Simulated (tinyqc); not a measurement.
Worked calculation: classical Heisenberg spin chain: exact results, Metropolis, heat-bath and over-relaxation steps, and a Monte Carlo run. Computed by tinyqc, a small Python program that keeps every step. Command: `OMP_NUM_THREADS=1 python tinyqc.py 3130370 3130371 out.jsonl heismc walk`. One thread of a shared host (Intel(R) Xeon(R) Processor @ 2.30GHz), about 0.2 s of CPU time with the checks. Intermediate numbers are printed to about 6 digits and carried at full precision; extremes and crossings named in words are read from the listed rows.

E = -J sum_i s_i . s_(i+1) for unit vectors s_i on an open chain; K = J/(k_B T).

Inputs (values chosen for the exercise, for a model chain of large moments): coupling J = 23 meV; temperature T = 49.6 K; moment mu = 4.3 mu_B; length N of the open chain = 8; seed = 479291.

Update: Metropolis.

Constants: k_B = 8.617333262e-05 eV/K; mu_B = 5.7883818060e-05 eV/T.

## Exact results

Each bond angle is independent, so u = <s_i . s_(i+1)> = coth K - 1/K, <s_i . s_(i+n)> = u^n, correlation length xi = -1/ln|u|, energy per bond -J u, heat capacity per bond c/k_B = 1 - K^2/sinh^2 K, and for the long chain chi = mu^2 (1 + u)/(3 k_B T (1 - u)) per spin.

K = 5.38113

u = 0.814208

xi = 4.86524 sites

energy per bond = -18.7268 meV

heat capacity = 0.997546 k_B/bond

chi over the Curie value = 9.76471

chi = 0.815037 mu_B/T per spin

For |K| >> 1, |u| = 1 - 1/|K| and xi = |K| - 1/2 = 4.88: the chain orders only at T = 0, and c tends to k_B, not to zero, a failure of classical spins.

## Finite chain

For N spins, <|sum s|^2>/N = (1 + u)/(1 - u) - 2 u (1 - u^N)/(N (1 - u)^2); the long chain has (1 + u)/(1 - u), chi over the Curie value, and the difference is relative to it.

<|sum s|^2>/N = 5.00680

difference from the long chain = -48.7255 %

## Four single-spin steps

four neighbouring spins (rows; components x, y, z):
```
[[-0.0025, -0.9945, -0.1047],
 [0.3905, -0.5797, 0.7151],
 [0.2406, -0.9267, -0.2885],
 [0.7794, -0.0149, -0.6264]]
```

random numbers, one row a step:
```
[[0.2218, 0.1350, 0.2278],
 [0.3713, 0.4689, 0.4138],
 [0.4088, 0.3267, 0.5292],
 [0.7847, 0.3114, 0.8553]]
```

The given spins are first normalised. Spins 2 and 3 are updated in turn, with h = K (sum of the two neighbours). Trial spin with z = 2 r1 - 1 and azimuth 2 pi r2; it is accepted if r3 < min(1, exp(h . s_trial - h . s_old)).

Steps:
```
spin      |h|  h . s before  h . s trial   acceptance  accepted         x          y          z
2     10.6303       4.98069     -4.56237  7.16970e-05        no  0.390518  -0.579726   0.715132
3      7.0780       4.34232     -6.69073  1.61587e-05        no  0.240613  -0.926749  -0.288515
2     10.6303       4.98069     -9.20528  6.90418e-07        no  0.390518  -0.579726   0.715132
3      7.0780       4.34232     -4.11248  2.12876e-04        no  0.240613  -0.926749  -0.288515
```

## A run and its error bars

From the ordered state (alternating for J < 0), with trial spins uniform on the sphere, 200 sweeps are discarded and 1600 recorded (even and odd sites in turn; random numbers not printed, so these rows are one sample). Errors are the scatter of block means over sqrt(number of blocks).

Blocking:
```
block length  mean bond product       error  <|sum s|^2>/N     error
1                      0.812614  0.00169205        4.99595  0.034171
4                      0.812614  0.00312019        4.99595  0.065854
16                     0.812614  0.00520465        4.99595  0.119672
40                     0.812614  0.00668650        4.99595  0.170269
80                     0.812614  0.00833324        4.99595  0.213757
```

With blocks of 40 the bond product is 0.2 error bars from the exact u = 0.8142, and <|sum s|^2>/N is 0.1 from the exact 5.007. Blocking to 40 changes the two errors by factors 4.0 and 5.0, because successive sweeps are correlated. An error still rises at blocks of 80, so the bars may be too small. 12 % of the trial spins are accepted.

Checks made by the program: c against a difference of the energy (relative difference 1e-09).
